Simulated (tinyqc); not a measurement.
Worked calculation: tight binding, dimerised chain. One step of it, computed by the program tinyqc.

Task: Levels at X. Diagonalise the Hermitian matrix.

H(k) at X (eV):
```
          A         B
A  0.000000  0.250000
B  0.250000  0.000000
```

Give: eigenvalues; weights |c|^2 of the basis functions.

Result:

eigenvalues (eV): -0.2500  0.2500

weights |c|^2 of the basis functions:
```
   band 1  band 2
A  0.5000  0.5000
B  0.5000  0.5000
```
